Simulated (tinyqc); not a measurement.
# Long-channel MOSFET, surface-potential model: effect of the source-body reverse bias

n-channel transistor on a uniformly doped p-type body, gradual-channel approximation, constant mobility, Boltzmann statistics, full ionisation. Potentials are counted from the neutral body; V is the electron quasi-Fermi potential, Vsb at the source and Vsb + Vds at the drain. Charges are magnitudes per area.

ni = sqrt(Nc Nv) exp(-Eg/(2 Vt)), Eg in volts; phiF = Vt ln(Na/ni); Cox = eps0 eox/tox; gamma = sqrt(2 q eps0 eps_r Na)/Cox. The surface potential psi at channel potential V solves Vgs + Vsb - Vfb - psi = gamma sqrt(G), G = psi - Vt + Vt exp((psi - 2 phiF - V)/Vt). Charge sheet: Qi = Cox gamma [sqrt(G) - sqrt(psi - Vt)]; I = mu (W/L) [integral of Qi dpsi from psi_0 to psi_L (drift) + Vt (Qi0 - QiL) (diffusion)], with psi_0 at V = Vsb and psi_L at V = Vsb + Vds. VT = Vfb + 2 phiF + gamma sqrt(2 phiF + Vsb), m = 1 + gamma/(2 sqrt(2 phiF + Vsb)). The swing is 20 mV/log10[I(VT - 0.14 V)/I(VT - 0.16 V)] of the charge-sheet current at the given Vds.

Parameters, values chosen for the exercise; material values close to those of gallium nitride:
```
symbol    value        unit                                      meaning
T           300           K                                  temperature
Eg         3.43          eV                                     band gap
eps_r      9.43               relative permittivity of the semiconductor
Nc      2.33e18       cm^-3       conduction-band density of states at T
Nv      4.65e19       cm^-3          valence-band density of states at T
Na       1.1e18       cm^-3                 acceptor density of the body
eox        3.94              relative permittivity of the gate insulator
tox         7.2          nm                          insulator thickness
Vfb       -1.53           V                            flat-band voltage
mu          260  cm^2/(V s)                             channel mobility
W             2          um                                   gate width
L            10          um                                  gate length
Vgs        4.99           V                          gate-source voltage
Vds         1.2           V                         drain-source voltage
```

Constants: q = 1.602176634e-19 C, kB = 1.380649e-23 J/K, Vt = kB T/q, eps0 = 8.8541878128e-14 F/cm where lengths are in cm. Results are converted to the units shown.

The same in every row: gamma (V^0.5) = 1.120.

Result of one run:

| Vsb (V) | VT (V) | m | swing (mV/decade) | I at Vgs, Vds (uA) |
|---|---|---|---|---|
| 0.75 | 4.041 | 1.278 | 76.71 | 6.802 |

What becomes of these results when the source-body reverse bias Vsb is changed from 0.75 to 1.5 V, all else the same?

Result of the changed run:

| Vsb (V) | VT (V) | m | swing (mV/decade) | I at Vgs, Vds (uA) |
|---|---|---|---|---|
| 1.5 | 4.240 | 1.255 | 75.24 | 4.095 |

The whole series:

| Vsb (V) | VT (V) | m | swing (mV/decade) | I at Vgs, Vds (uA) |
|---|---|---|---|---|
| 0 | 3.822 | 1.308 | 78.68 | 10.50 |
| 0.25 | 3.897 | 1.297 | 77.95 | 9.141 |
| 0.5 | 3.970 | 1.287 | 77.30 | 7.913 |
| 0.75 | 4.041 | 1.278 | 76.71 | 6.802 |
| 1 | 4.109 | 1.270 | 76.18 | 5.800 |
| 1.25 | 4.176 | 1.262 | 75.69 | 4.900 |
| 1.5 | 4.240 | 1.255 | 75.24 | 4.095 |

As Vsb goes from 0 to 1.5 V, VT rises from 3.82 to 4.24 V, the swing falls from 78.7 to 75.2 mV a decade and the current falls from 10.5 to 4.09 uA. The swing is 1.1 % above m Vt ln 10 in the first row and 0.71 % above it in the last. In every row the surface electron density at the source passes 0.3 Nc, where degeneracy and quantisation, left out here, matter.

Program tinyqc, `OMP_NUM_THREADS=1 python tinyqc.py 2360079 2360080 out.jsonl`; Intel Xeon 2.30GHz, shared host, one thread, about 0.03 s.
